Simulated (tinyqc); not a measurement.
Extrapolating accelerated tests: lateral field, substrate current, probability of reaching the oxide barrier and hot-carrier lifetime of a silicon transistor (pseudo-two-dimensional and lucky-electron models). Computed by tinyqc, a small Python program. Command: `OMP_NUM_THREADS=1 python tinyqc.py 3015758 3015759 out.jsonl hotcar walk`. One thread of a shared host (Intel(R) Xeon(R) Processor @ 2.30GHz), about 0.01 s of CPU time with the checks.

Local-field models: a lucky carrier gains its energy at the peak field over a path free of collisions. Voltages are magnitudes.

Inputs (values chosen for the exercise, modelled on a silicon n-channel):

| quantity | value | unit |
|---|---|---|
| channel length L | 560 | nm |
| oxide thickness t | 15 | nm |
| junction depth x_j | 120 | nm |
| mobility mu | 360 | cm^2/(V s) |
| saturation velocity v_s | 0.85 | 1e7 cm/s |
| threshold voltage V_T | 0.78 | V |
| gate voltage V_G | 1.8 | V |
| drain voltage V_D | 3.8 | V |
| ionisation prefactor A_i | 2.2e+06 | 1/cm |
| ionisation field B_i | 1.71 | MV/cm |
| hot-carrier mean free path lambda | 7.5 | nm |
| oxide barrier phi_b | 3.1 | eV |
| interface-trap threshold phi_it | 3.8 | eV |
| lifetime constant H | 200 | s microampere/micrometre |

Drain: abrupt.

Constants: eps_0 = 8.8541878128e-12 F/m.

Method:
- C_ox = 3.9 eps_0/t; F_sat = 2 v_s/mu; V_Dsat = V_ov F_sat L/(V_ov + F_sat L), V_ov = V_G - V_T; I_D/W = C_ox v_s (V_ov - V_Dsat).
- Scale length l = 0.22 t^(1/3) x_j^(1/2) (all in cm); F_m = sqrt(((V_D - V_Dsat)/l_e)^2 + F_sat^2), with l_e = l; length of the velocity-saturated region l_e ln((V_D - V_Dsat)/(l_e F_sat) + F_m/F_sat).
- Substrate current I_sub/I_D = (A_i/B_i)(V_D - V_Dsat) exp(-B_i/F_m); probability of reaching the oxide barrier exp(-phi_b/(e lambda F_m)); lifetime tau = (H/(I_D/W)) exp(phi_it/(e lambda F_m)).
- V_10 solves tau = 3.156e8 s at the given V_G. The extrapolation fits ln(tau) against 1/V_D at 1, 1.08, 1.16 and 1.25 times the given V_D (rounded to 3 digits) by least squares and reads off the same tau.

V_Dsat = 0.736082 V

Stress points:

| V_D (V) | 1/V_D (1/V) | tau (s) |
|---|---|---|
| 3.80 | 0.26316 | 5.8303e+06 |
| 4.10 | 0.24390 | 1.6615e+06 |
| 4.41 | 0.22676 | 5.6075e+05 |
| 4.75 | 0.21053 | 2.0594e+05 |

ten-year drain voltage V_10 = 3.1175 V

V_10 from the 1/V_D extrapolation = 3.0655 V

The extrapolation is 52 mV below the true value: ln(tau) is nearly linear in 1/(V_D - V_Dsat), not in 1/V_D, so the straight line errs on the safe side when one extrapolates down. At V_10 the available energy e V_D is below phi_it, so the model understates the lifetime there.

Extremes, crossings and ranges named in words are read from the listed rows.
